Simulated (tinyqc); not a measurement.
Straight dislocations in isotropic elasticity: fields, energies, partials, Peierls stress and walls: one step, computed by the program tinyqc. Command: `OMP_NUM_THREADS=1 python tinyqc.py 3010686 3010687 out.jsonl disloc walk`. One thread of a shared host (Intel(R) Xeon(R) Processor @ 2.30GHz), about 0.01 s of CPU time with the checks.

The line runs along z, the glide plane is y = 0, and beta is the angle between b and the line (0 screw, 90 degrees edge): b_e = b sin(beta) along +x with the extra half plane at y > 0, b_s = b cos(beta). Stress is positive in tension.

Problem. Stress at a point. With D = G b_e/(2 pi (1 - nu)), S = G b_s/(2 pi), r^2 = x^2 + y^2: s_xx = -D y (3x^2 + y^2)/r^4, s_yy = D y (x^2 - y^2)/r^4, s_xy = D x (x^2 - y^2)/r^4, s_zz = nu (s_xx + s_yy), s_xz = -S y/r^2, s_yz = S x/r^2. Pressure p = -trace/3.

Inputs (values chosen for the exercise, modelled on germanium): shear modulus G = 54.6 GPa; Poisson ratio nu = 0.202; Burgers vector b = 4 angstrom.

Character: 60-degree.

field point (x, y) (nm): -5.7  -3.3

Give: stress; pressure p.

Solution.

stress (MPa):
```
         x        y        z
x   716.81  -246.80   132.21
y  -246.80  -142.89  -228.36
z   132.21  -228.36   115.93
```

pressure p = -229.95 MPa

The point lies below the glide plane, on the stretched side.
